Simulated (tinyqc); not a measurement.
## Van der Pauw, Hall and four-point-probe measurements on a doped layer: correction factor against the shape of the sample

A uniform n-type layer with sheet resistance Rs = 1/(q ns mu), point contacts, low field (mu B small).

Rs = 1/(q ns mu). For a rectangle with contacts at the corners, RA = (8 Rs/pi) sum_(k>=0) ln coth((2k + 1) pi a/(2 b)) with current along a short side b and voltage along the opposite one, RB the same with a and b exchanged. ar = a/b. F = Rs/[(pi/ln 2)(RA + RB)/2]; small-asymmetry estimate 1 - (ln 2/2) d^2 - ((ln 2)^2/4 - (ln 2)^3/12) d^4 with d = (RB - RA)/(RB + RA).

Inputs (values chosen for the exercise):
```
symbol,value,unit,meaning
ns,2.9e13,cm^-2,sheet density of the layer
mu,830,cm^2/(V s),drift mobility
```

Constants: q = 1.602176634e-19 C. Results are converted to the units shown.

Result of one run:
```
ar	RA (ohm)	RB (ohm)	RB/RA	F	estimate of F
1.46	13.45	156.4	11.62	0.6738	0.7082
```

What becomes of these results when the side ratio a/b of a rectangular sample with corner contacts ar is changed from 1.46 to 2.6, all else the same?

Result of the changed run:
```
ar	RA (ohm)	RB (ohm)	RB/RA	F	estimate of F
2.6	0.3745	445.5	1190	0.2566	0.5628
```

The whole series:
```
ar	RA (ohm)	RB (ohm)	RB/RA	F	estimate of F
1	57.21	57.21	1.000	1.000	1.000
1.23	27.72	103.5	3.734	0.8718	0.8741
1.46	13.45	156.4	11.62	0.6738	0.7082
1.69	6.531	212.6	32.55	0.5221	0.6213
1.91	3.272	268.1	81.92	0.4217	0.5862
2.14	1.589	326.9	205.8	0.3484	0.5713
2.37	0.7713	386.1	500.6	0.2958	0.5653
2.6	0.3745	445.5	1190	0.2566	0.5628
```

RB/RA rises from 1.00 to 1190 and F falls from 1.00 to 0.257. The estimate is 5.1 % above F at a/b = 1.46 and 2.19 times it in the last row. RA shrinks about as exp(-pi a/b): by a factor of 2.06 between the last two rows, against 2.06.

Numbers from tinyqc (`OMP_NUM_THREADS=1 python tinyqc.py 2850124 2850125 out.jsonl`; about 0.01 s on one thread of a shared Intel Xeon 2.30GHz).
